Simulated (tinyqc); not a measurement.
Worked calculation: model-solid line-up of a strained alloy layer on a substrate. Values are carried at full precision from step to step, so a last printed digit may differ when a step is redone from the rounded ones.

All values of the alloy are linear in x but the gap, Eg(x) = (1 - x) Eg_A + x Eg_B - C x (1 - x), and the valence edge, Ev(x) = (1 - x) Ev_A + x Ev_B + fv C x (1 - x); Ec = Ev + Eg. Ev is the top of the unstrained valence band on a scale common to all materials. In the layer only the Gamma valley of the conduction band is followed, also where an X or L valley would lie lower.

Values chosen for the exercise (A near GaP, B near InP, substrate near GaAs; shifted at random, so the results belong to these values and not to a real crystal): a = (5.445, 5.873) angstrom (lattice constant of A, B); Eg = (2.862, 1.412) eV (gap at Gamma to the s-like level of A, B); Dso = (0.08, 0.109) eV (spin-orbit splitting of A, B); Ev = (-1.26, -0.95) eV (top of the unstrained valence band of A, B); ac = (-8.28, -5.96) eV (conduction deformation potential of A, B); av = (1.69, 0.61) eV (valence hydrostatic potential of A, B); b = (-1.59, -1.97) eV (tetragonal shear potential of A, B); d = (-4.57, -5.05) eV (trigonal shear potential of A, B); C11 = (139, 101.3) GPa (of A, B); C12 = (62.4, 56.1) GPa (of A, B); C44 = (69.7, 45.6) GPa (of A, B); C = 0.689 eV (bowing of the gap); fv = 0.2 (share of the bowing taken by the valence edge); x = 0.74 (fraction of B); a_s = 5.66 angstrom (substrate); face = 111 (growth face); Eg_s = 1.523 eV (lowest gap of the substrate); Ev_s = -0.81 eV (substrate valence edge); e14 = -0.049 C/m^2 (piezoelectric constant of the layer); eps = 14.9 (dielectric constant); Lw = 12 nm (thickness of the layer).

## Values of the alloy

Interpolate.

Alloy at x (a in angstrom, C11, C12, C44 in GPa, all else in eV):
```
symbol,value
a,5.7617
Eg,1.6564
Dso,0.1015
Ev,-1.0041
ac,-6.5632
av,0.8908
b,-1.8712
d,-4.9252
C11,111.1020
C12,57.7380
C44,51.8660
```

## Strain on the (111) substrate

Coherent growth on a (111) face: e_par = (a_s - a)/a, e_perp = -(2 C11 + 4 C12 - 4 C44)/(C11 + 2 C12 + 4 C44) e_par; exx = eyy = ezz = (2 e_par + e_perp)/3 and exy = eyz = ezx = (e_perp - e_par)/3.

Use the values of the alloy.

e_par = -0.017654
e_perp = 0.009993

strain tensor in the cubic axes:
```
,x,y,z
x,-0.008438,0.009216,0.009216
y,0.009216,-0.008438,0.009216
z,0.009216,0.009216,-0.008438
```

The layer is under compression in the plane; its volume changes by -2.532 %.

## Strained band edges

Strained edges: Ec + ac tr(e); the valence edges are Ev plus the levels of the 6 x 6 matrix of X, Y, Z times spin with -Dso/3 + l exx + m (eyy + ezz) on the diagonal (cyclic), n exy off it, l = av + 2 b, m = av - b, n = sqrt(3) d. Spin-orbit term (Dso/3) L.sigma on X, Y, Z with (L_k)_ij = -i epsilon_kij: <X+|H|Y+> = -i Dso/3, <X+|H|Z-> = Dso/3, <Y+|H|Z-> = -i Dso/3, <Z+|H|X-> = -Dso/3, <Z+|H|Y-> = i Dso/3, <X-|H|Y-> = i Dso/3, and their conjugates; + and - are the spin along z.

Give the hydrostatic shifts, the strain block and the edges.

ac tr(e), av tr(e) (eV): 0.1662  -0.0226

strain block (eV), lower triangle:
```
,X,Y,Z
X,-0.0226
Y,-0.0786,-0.0226
Z,-0.0786,-0.0786,-0.0226
```

Ec and the three valence edges from the top (eV): 0.8185  -0.9480  -1.0049  -1.2284

strained gap = 1.7665 eV

Strain moves the gap by +110 meV: +189 meV from the volume and -79 meV from the splitting of the valence edge, which always raises the top.

## Offsets against the substrate material

dEc = Ec(substrate) - Ec(layer), dEv = Ev(layer) - Ev(substrate); positive values confine the carrier in the layer. Type I: both of one sign; type II: opposite signs; type III: the gaps do not overlap.

Give also the smallest gap across the interface, min Ec - max Ev.

dEc = -0.1055 eV
dEv = -0.1380 eV

type: I

smallest gap = 1.5230 eV

Both carriers collect in the substrate material; the conduction band takes 43 % of the gap difference. Where the alloy is indirect its X or L edge, left out, lies lower and changes dEc.

## Piezoelectric polarisation

P_x = 2 e14 eyz and cyclic. The field along the normal n of the (111) face is -P.n/(eps eps0) in a layer between thick unstrained barriers, eps0 = 8.8541878e-12 F/m; 1 kV/cm = 1e5 V/m.

P (C/m^2): -0.000903  -0.000903  -0.000903

P.n = -0.001564 C/m^2
field along n = 118.6 kV/cm
potential drop across the layer = 142.3 mV

The drop of 142 meV tilts both band edges, pulls electrons and holes to opposite faces and lowers the transition; a (001) layer has no shear and no such field.

Run: tinyqc, `OMP_NUM_THREADS=1 python tinyqc.py 1080460 1080461 out.jsonl`; Intel(R) Xeon(R) Processor @ 2.30GHz, one thread, shared host; about 0.02 s of CPU time with all checks.
